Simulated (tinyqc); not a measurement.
Trench capacitor in an array: capacitance, non-linearity, leakage and relaxation: cell against the diameter of the hole.

A film between two metal electrodes, each interface adding a series capacitance ci. The small-signal permittivity is ek (1 + aq E^2); the field is found with the linear permittivity. Leakage J = J0 sinh(E/Ef). After a voltage step the film passes a relaxation current kr C V tt^(-nr), tt being the time in seconds. The sidewall is a coaxial capacitor with radii a = dm/2 - t and b = dm/2, depth AR dm; the end face is left out.

Per length 1/c = ln(b/a)/(2 pi eps0 ek) + (1/a + 1/b)/(2 pi ci); cell capacitance c AR dm; per footprint over pt^2; fields c V/(2 pi eps0 ek r) at r = a and b; resistance of the inner electrode rho AR dm/(pi a^2); time constant R C/3 of the distributed line. The pitch is scaled as pt dm/(56 nm).

Inputs (values chosen for the exercise); permittivity of the order of that of hafnium oxide:
- ek = 21 (relative permittivity of the film)
- t = 7.2 nm (film thickness)
- ci = 210 uF/cm^2 (capacitance of each electrode interface (dead layer and screening))
- V = 1.8 V (bias)
- AR = 10 (aspect ratio, depth over diameter)
- pt = 110 nm (pitch of the square array)
- rho = 280 uohm cm (resistivity of the inner electrode)

Constants: eps0 = 8.8541878128e-14 F/cm where lengths are in cm. Results are converted to the units shown.

Results:
```
dm (nm)  cell capacitance (fF)  per footprint (uF/cm^2)  field at a (MV/cm)  field at b (MV/cm)  R (kohm)  R C/3 (ps)
19                     0.15139                   10.869              5.3377              1.2923    32.012      1.6154
25                     0.33122                   13.735              3.8514              1.6330    7.9323     0.87576
34                     0.70294                   15.760              3.2504              1.8738    3.1553     0.73932
60                      2.4921                   17.942              2.8068              2.1332    1.0287     0.85456
80                      4.5958                   18.611              2.6985              2.2128   0.66275      1.0153
110                     8.9387                   19.146              2.6193              2.2764   0.42909      1.2785
140                     14.707                   19.447              2.5772              2.3121   0.31639      1.5510
```

Estimate the missing row, dm = 45 nm.

Computed row:
```
dm (nm)  cell capacitance (fF)  per footprint (uF/cm^2)  field at a (MV/cm)  field at b (MV/cm)  R (kohm)  R C/3 (ps)
45                      1.3297                   17.018              2.9755              2.0233    1.7133     0.75938
```

With this row back in the table: As dm goes from 19 to 140, the cell capacitance rises from 0.151 to 14.7 fF, the capacitance per footprint rises from 10.9 to 19.4 uF/cm^2, the ratio of the two fields falls from 4.13 to 1.11 and R C/3 goes from 1.62 through a minimum of 0.739 (at dm = 34 among the rows listed) to 1.55 ps; the time constant goes as dm^(-2.23) between the first two rows and dm^(0.80) between the last two.

Numbers from tinyqc (`OMP_NUM_THREADS=1 python tinyqc.py 2102057 2102058 out.jsonl`; about 0.01 s on one thread of a shared Intel Xeon 2.30GHz).
